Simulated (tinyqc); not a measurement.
Inside a calculation: carrier statistics of a doped semiconductor with parabolic bands. Values are carried at full precision from step to step, so a last printed digit may differ when a step is redone from the rounded ones.

Constants: kB = 8.617333262e-05 eV/K; hbar^2/2m0 = 3.80998211 eV angstrom^2.

Parameters, chosen for this exercise (near those of Si; the results hold for these values, not for the real material):
- Eg0 = 1.158 eV (gap at 0 K)
- al = 0.00048 eV/K (Varshni alpha)
- be = 654 K (Varshni beta)
- T = 350 K
- ml = 0.93 m0 (longitudinal electron mass)
- mt = 0.179 m0 (transverse electron mass)
- Mv = 6 (equivalent valleys)
- mhh = 0.565 m0 (heavy-hole mass)
- mlh = 0.158 m0 (light-hole mass)
- ND = 8.6e+15 1/cm^3 (donors)
- NA = 4.6e+15 1/cm^3 (acceptors)
- ED = 0.0426 eV (donor level below Ec)
- EA = 0.0433 eV (acceptor level above Ev)

## Gap and thermal energy

Eg(T) = Eg0 - al T^2/(T + be) (Varshni).

Eg = 1.09943 eV
kT = 0.030161 eV

The gap has shrunk by 58.6 meV from 0 K and is 36.5 kT wide.

## Effective densities of states

m_de = Mv^(2/3) (ml mt^2)^(1/3); m_dh = (mhh^(3/2) + mlh^(3/2))^(2/3); N = 2 (m kB T/(4 pi c))^(3/2) with c = hbar^2/2m0, in 1/angstrom^3; times 1e24 for 1/cm^3.

m_de = 1.0237 m0
m_dh = 0.6194 m0
Nc = 3.2752e+19 1/cm^3
Nv = 1.5416e+19 1/cm^3

The light holes supply 12.9 % of Nv, and Nc/Nv = 2.12.

## Intrinsic density and level

With Boltzmann statistics ni = sqrt(Nc Nv) exp(-Eg/2kT) and Ei = Eg/2 + (kT/2) ln(Nv/Nc), counted from Ev.

ni = 2.73e+11 1/cm^3
Ei = 0.5384 eV

Ei lies 11.4 meV below midgap, towards the band with the smaller density of states.

## Neutrality by bisection

Energies are counted from Ev, so Ec = Eg. n = Nc F_1/2((EF - Eg)/kT), p = Nv F_1/2(-EF/kT), ND+ = ND/(1 + 2 exp((EF - Eg + ED)/kT)), NA- = NA/(1 + 4 exp((EA - EF)/kT)); neutrality asks p + ND+ = n + NA-. F_j(eta) = (1/Gamma(j + 1)) integral_0^infinity x^j dx/(1 + exp(x - eta)), which tends to exp(eta) for eta << 0.

Start from the bracket [-0.2 eV, Eg + 0.2 eV]; at the midpoint EF take the sign of p + ND+ - n - NA-; where it is positive EF must rise. Fourteen steps are shown.

Bisection (eV, 1/cm^3):
```
step       low     high       EF         n         p       ND+       NA-  sign
1     -0.20000  1.29943  0.54972  3.98e+11  1.87e+11  8.60e+15  4.60e+15     +
2      0.54972  1.29943  0.92458  9.93e+16  7.49e+05  8.39e+15  4.60e+15     -
3      0.54972  0.92458  0.73715  1.99e+14  3.75e+08  8.60e+15  4.60e+15     +
4      0.73715  0.92458  0.83086  4.45e+15  1.68e+07  8.59e+15  4.60e+15     -
5      0.73715  0.83086  0.78400  9.40e+14  7.92e+07  8.60e+15  4.60e+15     +
6      0.78400  0.83086  0.80743  2.04e+15  3.64e+07  8.60e+15  4.60e+15     +
7      0.80743  0.83086  0.81915  3.01e+15  2.47e+07  8.59e+15  4.60e+15     +
8      0.81915  0.83086  0.82500  3.66e+15  2.03e+07  8.59e+15  4.60e+15     +
9      0.82500  0.83086  0.82793  4.03e+15  1.85e+07  8.59e+15  4.60e+15     -
10     0.82500  0.82793  0.82647  3.84e+15  1.94e+07  8.59e+15  4.60e+15     +
11     0.82647  0.82793  0.82720  3.94e+15  1.89e+07  8.59e+15  4.60e+15     +
12     0.82720  0.82793  0.82757  3.99e+15  1.87e+07  8.59e+15  4.60e+15     +
13     0.82757  0.82793  0.82775  4.01e+15  1.86e+07  8.59e+15  4.60e+15     -
14     0.82757  0.82775  0.82766  4.00e+15  1.86e+07  8.59e+15  4.60e+15     -
```

Each step halves the bracket, which is 0.183 meV wide at the last row.

## The neutral state

Solve the neutrality condition for EF to convergence.

EF = 0.8276 eV
n = 3.99e+15 1/cm^3
p = 1.87e+07 1/cm^3
ND+ = 8.59e+15 1/cm^3
NA- = 4.60e+15 1/cm^3

The material is n-type; 99.9 % of the donors are ionised. EF lies 9.01 kT inside the gap from the conduction edge, so Boltzmann statistics would serve; n p/(Nc Nv exp(-Eg/kT)) = 1.000.

## Checks

- F_1/2(1) by the trapezoid rule against adaptive quadrature: both 1.575641.
- Positive against negative charge at the solution (1/cm^3): both 8.59140e+15.

tinyqc: `OMP_NUM_THREADS=1 python tinyqc.py 1681666 1681667 out.jsonl`; about 0.01 s, one thread, shared Intel(R) Xeon(R) Processor @ 2.30GHz.
